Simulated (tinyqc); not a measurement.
# Changing the donor depth E_D

Model: charge neutrality of a doped semiconductor with incomplete ionisation. Computed by tinyqc, a small Python program. Command: `OMP_NUM_THREADS=1 python tinyqc.py 3009439 3009440 out.jsonl dopant sweep`. One thread of a shared host (Intel(R) Xeon(R) Processor @ 2.30GHz), about 0.06 s of CPU time with the checks.

Energies are counted from the top of the valence band; E_D is measured down from the conduction band and E_A up from the valence band.

Inputs (values chosen for the exercise, modelled on ZnO):
```
quantity,value,unit
gap at 0 K E_g0,3.49,eV
Varshni alpha,0.000569,eV/K
Varshni beta,486,K
electron mass m_e,0.277,m_0
valleys M_c,1,-
hole mass m_h,0.799,m_0
donor density N_D,2.7e+15,cm^-3
donor degeneracy g_D,2,-
static dielectric constant eps_s,8.35,-
temperature T,150,K
iteration cap,60,-
```

Doping: n-type. Statistics of the bands: Fermi-Dirac. Solver: Newton steps on the logarithm. Start of Newton steps: 0.25 eV inside the majority band.

Constants: m_0 = 9.1093837015e-31 kg; k_B = 1.380649e-23 J/K; h = 6.62607015e-34 J s; k_B = 8.617333262e-05 eV/K.

Method:
- E_g = E_g0 - alpha T^2/(T + beta).
- N_c = 2 M_c (2 pi m_e k_B T/h^2)^(3/2) and N_v = 2 (2 pi m_h k_B T/h^2)^(3/2), masses in units of m_0.
- n_i = sqrt(N_c N_v) exp(-E_g/(2 k_B T)); E_i = E_g/2 + (k_B T/2) ln(N_v/N_c).
- n = N_c F_1/2((E_F - E_g)/k_B T), p = N_v F_1/2(-E_F/k_B T).
- F_1/2(eta) = (2/sqrt(pi)) int_0^infinity sqrt(x)/(1 + exp(x - eta)) dx, by the trapezoid rule in t = sqrt(x) with step 0.02 up to t = 12 (for eta < -12 by exp(eta) - exp(2 eta)/2^(3/2)).
- N_D+ = N_D/(1 + g_D exp((E_F - E_g + E_D)/k_B T)).
- Neutrality: p + N_D+ = n + N_A-; the log ratio is ln[(p + N_D+)/(n + N_A-)].
- Newton steps from the start named, with the slope from a central difference of 1e-6 eV; the function is the log ratio y = ln[(p + N_D+)/(n + N_A-)]; the bracket -0.3 to E_g + 0.3 eV is narrowed by the sign of y at each step, and a step that would leave it is replaced by its midpoint; stop when |log ratio| < 1e-9.

One run for each value:
```
donor depth E_D (eV),majority density n (cm^-3),ionised share of the donors,distance of E_F from the majority band edge (eV)
0.0050,2.684e+15,9.939e-01,0.0798
0.0099,2.676e+15,9.912e-01,0.0799
0.0200,2.649e+15,9.811e-01,0.0800
0.0390,2.502e+15,9.267e-01,0.0808
0.0770,1.447e+15,5.361e-01,0.0878
0.1500,1.233e+14,4.567e-02,0.1197
0.6000,3.479e+06,1.289e-09,0.3444
```

Give the missing row, donor depth E_D (eV) = 0.3000.

Computed row; columns: (1) donor depth E_D (eV); (2) majority density n (cm^-3); (3) ionised share of the donors; (4) distance of E_F from the majority band edge (eV):
```
(1)           (2)        (3)     (4)
0.3000  3.813e+11  1.412e-04  0.1944
```

Interpolating between the two neighbouring rows (the first column on a logarithmic scale, the others too where they are positive) misses most in majority density n (cm^-3), by 95 %. Over the rows, majority density n (cm^-3) falls from 2.68e15 to 3.48e6 (exponent d ln y / d ln x -0.0041 between the first rows and -17 between the last); ionised share of the donors falls from 0.994 to 1.29e-9 (exponent d ln y / d ln x -0.0041 between the first rows and -17 between the last); distance of E_F from the majority band edge (eV) rises from 0.0798 to 0.344 (exponent d ln y / d ln x 6.6e-4 between the first rows and 0.83 between the last).

Caution (rows 0.00500): N^(1/3) a is above 0.2 for the radius a = e^2/(8 pi eps_0 eps_s E) of the dopant: near the Mott value, 0.26, the level broadens, and above it the level has merged with the band and all dopants are ionised, so such results of a fixed depth are only formal.
